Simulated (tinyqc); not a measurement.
Inside a calculation: polar nitride quantum well with polarisation fields. Values are carried at full precision from step to step, so a last printed digit may differ when a step is redone from the rounded ones.

Growth along [0001]. e_par = (a_sub - a)/a, Ppz = 2 e_par (e31 - e33 C13/C33), P = Psp + Ppz in each layer; strain relaxation and the strain shift of the gaps are left out, although thick layers with more than about 1 % mismatch would relax.

Constants: hbar^2/2m0 = 3.80998211 eV angstrom^2; hc = 1239.841984 eV nm.

Values chosen for the exercise (near those of an InGaN well in GaN; the results hold for these values, not for the real material): a_w = 3.246 angstrom (lattice constant a, well); a_b = 3.189 angstrom (lattice constant a, barrier); a_sub = 3.189 angstrom (in-plane lattice constant of the stack); Psp_w = -0.0297 C/m^2 (spontaneous polarisation); Psp_b = -0.034 C/m^2 (spontaneous polarisation); e31_w = -0.339 C/m^2; e31_b = -0.334 C/m^2; e33_w = 0.719 C/m^2; e33_b = 0.64 C/m^2; C_w = 0.276 (C13/C33); C_b = 0.264 (C13/C33); Lw = 40 angstrom (well width); Lb = 115 angstrom (barrier width); eps_w = 11.2 (dielectric constant); eps_b = 10.4 (dielectric constant); Eg = 2.812 eV (gap of the well); Vc = 0.427 eV (conduction offset); Vv = 0.201 eV (valence offset); me = 0.179 m0 (electron, well); meb = 0.2 m0 (electron, barrier); mh = 1.51 m0 (hole, everywhere).

## Strain and polarisation

Give strain and polarisation of well and barrier; the bound sheet charge is |P_w - P_b|/e with e = 1.602176634e-19 C.

Layers:

| layer | e_par | Ppz (C/m^2) | P (C/m^2) |
|---|---|---|---|
| well | -0.01756 | 0.01888 | -0.01082 |
| barrier | 0.00000 | 0.00000 | -0.03400 |

sheet charge = 1.446 x 1e13/cm^2

Of P_w - P_b = +0.0232 C/m^2 the piezoelectric part gives +0.0189 and the spontaneous part +0.0043.

## Built-in fields

In a periodic stack without free charge the potential drop over a period vanishes: F_w = (P_b - P_w) Lb/(eps0 (eps_w Lb + eps_b Lw)), F_b = -F_w Lw/Lb, eps0 = 8.8541878e-12 F/m; 1 MV/cm = 1e8 V/m = 0.01 V/angstrom.

Give both fields and the drop |F_w| Lw across the well.

F_w = -1.766 MV/cm
F_b = 0.614 MV/cm
drop = 0.707 eV

## Levels with and without the field

Envelope functions on cells of 0.25 angstrom over barrier, well, barrier (widths Lb, Lw, Lb), psi = 0 beyond, psi'/m continuous (mean mass between points), c = hbar^2/2m0. With u(z) the integral of e F (F_w in the well, F_b = -F_w Lw/Lb in the barriers, 1 MV/cm = 0.01 V/angstrom), zero at the centre of the well, the electron sees u plus Vc in the barriers and the hole -u plus Vv. The transition is Eg + E_e + E_h; excitons are left out.

Ground states of electron and hole, their centres, the squared overlap, the transition and its wavelength hc/E.

Results:

| case | E_e (eV) | E_h (eV) | <z>_e | <z>_h | overlap^2 | E (eV) | nm |
|---|---|---|---|---|---|---|---|
| no field | 0.0688 | 0.0112 | 0.0 | 0.0 | 0.974 | 2.8920 | 428.7 |
| built-in field | -0.0534 | -0.2059 | 12.5 | -16.4 | 0.0138 | 2.5527 | 485.7 |

The field shifts the line by -339 meV, below the gap of the well material, pulls the carriers 29.0 angstrom apart and, with the rate proportional to overlap^2, lengthens the radiative lifetime by a factor 70.8.

## Estimate from two triangular wells

For a strong field: E = Eg - |e F_w| Lw + a0 (c (e F_w)^2)^(1/3) (me^(-1/3) + mh^(-1/3)), a0 = 2.338107, hard walls, c = hbar^2/2m0, 1 MV/cm = 0.01 V/angstrom.

electron term = 0.4395 eV
hole term = 0.2159 eV
E = 2.7608 eV

Both terms lie below the drop across the well, but the estimate also takes the near wall as infinitely high. Against the grid result 2.5527 eV the estimate errs by +208 meV: +140 from the electron and +68 from the hole, since hard walls stand in for offsets of 0.427 and 0.201 eV into which the carriers leak.

## Checks

- Electron level without field against the matching condition of the square well, eV: both 0.069.

(tinyqc, `OMP_NUM_THREADS=1 python tinyqc.py 1282601 1282602 out.jsonl`, Intel(R) Xeon(R) Processor @ 2.30GHz, 1 thread, shared host, about 0.1 s.)
